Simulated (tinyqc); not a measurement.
Epitaxial growth on a vicinal surface: Burton-Cabrera-Frank step flow, step-edge barrier and island nucleation: one step, computed by the program tinyqc. Command: `OMP_NUM_THREADS=1 python tinyqc.py 3028605 3028606 out.jsonl stepflow walk`. One thread of a shared host (Intel(R) Xeon(R) Processor @ 2.30GHz), about 0.04 s of CPU time with the checks.

Adatoms land at rate F, hop on a square grid (a simplification for hexagonal faces), desorb, or join steps. Lengths are in units of a and n is the adatom coverage. Steps ascend at x = 0 and descend at x = l.

Problem. Terrace solution. D n'' - n/tau + F = 0 with n(0) = n_eq and -l_s n'(l) = n(l) - n_eq. With u = n - F tau, A = n_eq - F tau, y = l/x_s, s = l_s/x_s: u = A cosh(x/x_s) + B sinh(x/x_s), B = A (1 - cosh y - s sinh y)/(sinh y + s cosh y). Flux into the ascending step J+ = D B/x_s, over the descending one J- = -(D/x_s)(A sinh y + B cosh y); step velocity J+ + J-; growth rate (J+ + J-)/l. For small y: J+ + J- = (F - n_eq/tau) l, J-/J+ = l/(l + 2 l_s). The coverage peaks where n' = 0, tanh(x/x_s) = -B/A.

Inputs (values chosen for the exercise, close to those used for Si(001)): deposition rate F = 0.93 layers/s; temperature T = 730 C; critical nucleus size i = 1.

D = 2.416358e+09 a^2/s

lifetime tau = 297.4180 s

diffusion length x_s = 847743.0 a

equilibrium coverage n_eq = 1.324266e-06

terrace width l = 202.9223 a

Schwoebel length l_s = 5.365499 a

Give: J+; J-; growth rate; peak coverage; position of the peak.

Solution.

J+ = 96.79 atoms per step site and s

J- = 91.93 atoms per step site and s

growth rate = 0.9300 layers/s

peak coverage = 3.409e-06

position of the peak = 104.1 a

Caution: twice the distance from the ascending step to the coverage peak exceeds the expected island spacing [0.25 (F/D)^(i/(i+2)) exp(E_i/((i+2) k_B T))]^(-1/2) by 40 % or more, so islands nucleate and the step-flow values are formal.
